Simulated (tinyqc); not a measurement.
Inside a calculation: phonon-assisted absorption at an indirect gap. Values are carried at full precision from step to step, so a last printed digit may differ when a step is redone from the rounded ones.

alpha(E) = sum_j A_j [N_j (E - Eg + w_j)^2 + (N_j + 1)(E - Eg - w_j)^2], each bracket counted only where its base is positive; N_j = 1/(exp(w_j/kB T) - 1). The first term absorbs a phonon and the second emits one; excitons and direct transitions are left out.

Constants: kB = 8.617333262e-05 eV/K.

Values chosen for the exercise (loosely those of SiC at room temperature; Eg is not tied to T; shifted at random, so the results belong to these values and not to a real crystal): Eg = 3.188 eV (indirect gap, held fixed unless listed); w = (71.6, 45.1) meV (two zone-edge phonons); A = (3600, 800) 1/(cm eV^2) (their strengths); T = 77 K; E = 3.677 eV (photon energy); nr = 2.84 (refractive index); d = 2.4 micrometre (thickness); xj = 0.085 micrometre (dead layer at the surface); W = 24 micrometre (depleted width); L = 8.7 micrometre (minority diffusion length below it).

## The four branches at one energy

Evaluate the occupations and each term.

N_j: [2.059e-05, 0.001118]

terms with phonon absorption (1/cm): [0.02330, 0.2552]

terms with phonon emission (1/cm): [627.2, 157.8]

alpha = 785.3 1/cm
wavelength hc/E (hc = 1239.841984 eV nm) = 337.2 nm

Phonon absorption supplies 0.0 % of alpha; the depth 1/alpha is 12.7 micrometre.

## What a slab does with it

Slab of thickness d in air, incoherent passes: R = ((nr - 1)/(nr + 1))^2, x = exp(-alpha d); transmitted Tr = (1 - R)^2 x/(1 - R^2 x^2), reflected Rt = R + (1 - R)^2 R x^2/(1 - R^2 x^2), absorbed Ab = (1 - R)(1 - x)/(1 - R x).

d in cm is 1e-4 times the value in micrometres.

R = 0.2296
x = 0.8282
Tr = 0.5100
Rt = 0.3266
Ab = 0.1634

A single pass would absorb (1 - R)(1 - x) = 0.1323; the back face adds 0.0311.

## Quantum efficiency of a diode

Photodiode (Gaertner form with a dead layer): QE = (1 - R) exp(-alpha xj) [1 - exp(-alpha W)/(1 + alpha L)], R = ((nr - 1)/(nr + 1))^2; responsivity = QE/E in A/W for E in eV.

Evaluate the factors; 1 micrometre = 1e-4 cm.

passes the dead layer = 0.9933
collected share = 0.9098
QE = 0.6962
responsivity = 0.1893 A/W

Without diffusion from below the collected share would be 0.8481.

## Checks

- Tr + Rt + Ab against 1: both 1.000000.

Program tinyqc; command `OMP_NUM_THREADS=1 python tinyqc.py 1650266 1650267 out.jsonl`; about 0.01 s on one thread of a shared Intel(R) Xeon(R) Processor @ 2.30GHz.
